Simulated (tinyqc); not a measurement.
Comparisons within one model: two-band k.p model of the Delta valleys near the X point under shear strain. A value that a table varies takes the place of the one given here.

Valley pair on the [001] axis, kz counted from the X point, c = hbar^2/2m0, k0 = kx0 2 pi/a. H = (c kz^2/ml + c (kx^2 + ky^2)/mt + c k0^2/ml) 1 + (2 c k0 kz/ml) sigma_z + (D exy - 2 c kx ky/Mp) sigma_x, so E = c kz^2/ml + c (kx^2 + ky^2)/mt + c k0^2/ml -/+ sqrt((2 c k0 kz/ml)^2 + (D exy - 2 c kx ky/Mp)^2). Without strain the lower band has its minima, E = 0, at kz = +/- k0. Shifts from diagonal strain are left out.

For |eta| < 1: k_min = k0 sqrt(1 - eta^2), E_min = -Delta eta^2/2, ml(eta) = ml/(1 - eta^2), 1/m[110] = 1/mt + eta/Mp, 1/m[1-10] = 1/mt - eta/Mp. For |eta| > 1 the minimum sits at X: E_min = -Delta (2 |eta| - 1)/2, ml(eta) = ml/(1 - 1/|eta|), and eta is replaced by its sign in the transverse masses. Here Delta = 2 c k0^2/ml and eta = D exy/Delta.

s11 = (C11 + C12)/((C11 - C12)(C11 + 2 C12)), s12 = -C12/((C11 - C12)(C11 + 2 C12)), s44 = 1/C44; exx = s11 sxx + s12 (syy + szz) and cyclic, exy = s44 sxy/2; tension is positive. A uniaxial stress X along the unit vector n is s_ij = X n_i n_j.

Constants: hbar^2/2m0 = 3.80998211 eV angstrom^2; kB = 8.617333262e-05 eV/K.

Values chosen for the exercise (near those of Si; not measured data):
- a = 5.438 angstrom (lattice constant)
- ml = 0.92 m0 (longitudinal mass)
- mt = 0.195 m0 (transverse mass)
- kx0 = 0.147 2 pi/a (distance of the minimum from X)
- D = 14.4 eV (shear deformation potential)
- Mp = 0.243 m0 (coupling mass)
- C11 = 165.4 GPa
- C12 = 63.4 GPa
- C44 = 80.5 GPa
- Xu = 9.24 eV (uniaxial potential)
- T = 200 K (temperature)
- exy = 0.0076 (shear strain)

## Sweep of the shear strain

Delta = 2 c k0^2/ml, eta = D exy/Delta.

The minimum:
```
exy       eta  k_min/k0  E_min (meV)  ml(eta)  m[110]  m[1-10]  density-of-states mass
0.0000  0.000     1.000          0.0    0.920  0.1950   0.1950                   0.327
0.0017  0.102     0.995         -1.3    0.930  0.1802   0.2125                   0.329
0.0041  0.247     0.969         -7.3    0.980  0.1627   0.2432                   0.338
0.0083  0.500     0.866        -29.9    1.227  0.1391   0.3258                   0.382
0.0124  0.747     0.664        -66.7    2.084  0.1219   0.4871                   0.498
0.0149  0.898     0.440        -96.3    4.751  0.1133   0.6979                   0.722
0.0199  1.199     0.000       -167.1    5.536  0.1082   0.9872                   0.839
0.0265  1.597     0.000       -262.1    2.461  0.1082   0.9872                   0.641
```

The valleys reach X at eta = 1, that is exy = 0.0166. The shift is quadratic up to eta = 1 (-7.3 meV at eta = 0.25, -29.9 meV at 0.50) and linear beyond, while 1/m[110] rises linearly, taking m[110] from 0.195 to its floor 0.1082, a gain of 80 % in 1/m. ml(eta) diverges at eta = 1; the largest value listed is 5.54. A deformation-potential model with fixed masses misses all of this.

## Tension along [110]: repopulation and mass change

The z valleys move against the x and y valleys by Xu (ezz - exx) and, through the shear, by E_min. Share of the z valleys n = w/(w + 2 exp(dE/kT)), dE the total relative shift, w = sqrt(ml(eta) m[110] m[1-10]/(ml mt^2)). Along [110]: 1/m_c = n/m[110] + (1 - n)(1/ml + 1/mt)/2. Fixed masses means E_min = 0, w = 1, m[110] = mt. Gains are against 3/(1/ml + 2/mt) at a fixed scattering time.

Results:
```
X (GPa)  Xu (ezz - exx) (meV)  E_min (meV)  m[110]  m_c fixed masses  m_c with shear  gain fixed (%)  gain with shear (%)
0.00                      0.0          0.0  0.1950            0.2645          0.2645             0.0                  0.0
0.25                    -11.3         -0.3  0.1879            0.2439          0.2379             8.4                 11.2
0.50                    -22.6         -1.0  0.1814            0.2262          0.2124            16.9                 24.5
1.00                    -45.3         -4.2  0.1695            0.2052          0.1779            28.9                 48.7
1.50                    -67.9         -9.4  0.1591            0.1979          0.1608            33.6                 64.5
2.00                    -90.6        -16.7  0.1500            0.1958          0.1502            35.1                 76.0
3.00                   -135.9        -37.7  0.1344            0.1951          0.1344            35.6                 96.7
```

At 1 GPa repopulation alone gives 28.9 % and the shear terms raise it to 48.7 %. From 2 to 3 GPa the fixed-mass gain grows by 0.5 points, towards its ceiling of 35.6 % when all electrons sit in the z valleys, whereas the gain with shear grows by 20.7 points because m[110] keeps falling.

## What each parameter does

Delta = 2 c k0^2/ml, eta = D exy/Delta. Each row changes one parameter from the base and keeps the others.

Results:
```
case                     eta  E_min (meV)  ml(eta) (m0)  m[110] (m0)  m[1-10] (m0)
base                  0.4580       -25.06        1.1643       0.1426        0.3083
ml = 0.8556 m0        0.4260       -23.31        1.0453       0.1453        0.2963
mt = 0.20865 m0       0.4580       -25.06        1.1643       0.1498        0.3439
kx0 = 0.13671 2 pi/a  0.5296       -28.98        1.2786       0.1368        0.3391
D = 13.392 eV         0.4260       -21.68        1.1239       0.1453        0.2963
Mp = 0.26001 m0       0.4580       -25.06        1.1643       0.1451        0.2970
exy = 0.00707         0.4261       -21.69        1.1241       0.1453        0.2963
```

The largest shifts from the base row, up to three for each result and ties (the steps differ in size, so this ranks the rows, not the parameters). eta: kx0 +0.0715, ml -0.0321, D -0.0321; unchanged at the printed digits by mt and Mp. E_min (meV): kx0 -3.91, D +3.39, exy +3.37; unchanged at the printed digits by mt and Mp. ml(eta) (m0): ml -0.1190, kx0 +0.1143, D -0.0403; unchanged at the printed digits by mt and Mp. m[110] (m0): mt +0.0072, kx0 -0.0057, ml +0.0027, D +0.0027, exy +0.0027. m[1-10] (m0): mt +0.0356, kx0 +0.0308, ml -0.0121, D -0.0121.

tinyqc: `OMP_NUM_THREADS=1 python tinyqc.py 1050649 1050650 out.jsonl`; about 0.01 s, one thread, shared Intel(R) Xeon(R) Processor @ 2.30GHz.
